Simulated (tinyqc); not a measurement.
Worked calculation: UHF in the sto-3g basis, for H3+, spin multiplicity 1. One step of it, computed by the program tinyqc.

Problem. Iteration 3: DIIS coefficients. Solve [B -1; -1 0][c; lambda] = [0; -1] for the coefficients, which sum to one.

B (overlaps of the stored error matrices):
$$\begin{pmatrix}
1.1857836e-01 & 4.1180444e-02 & 5.0241307e-03 \\
4.1180444e-02 & 1.4868633e-02 & 2.5542831e-03 \\
5.0241307e-03 & 2.5542831e-03 & 1.4912444e-03
\end{pmatrix}$$

Give: DIIS coefficients.

Solution.

DIIS coefficients: [-0.385, 1.107, 0.278]
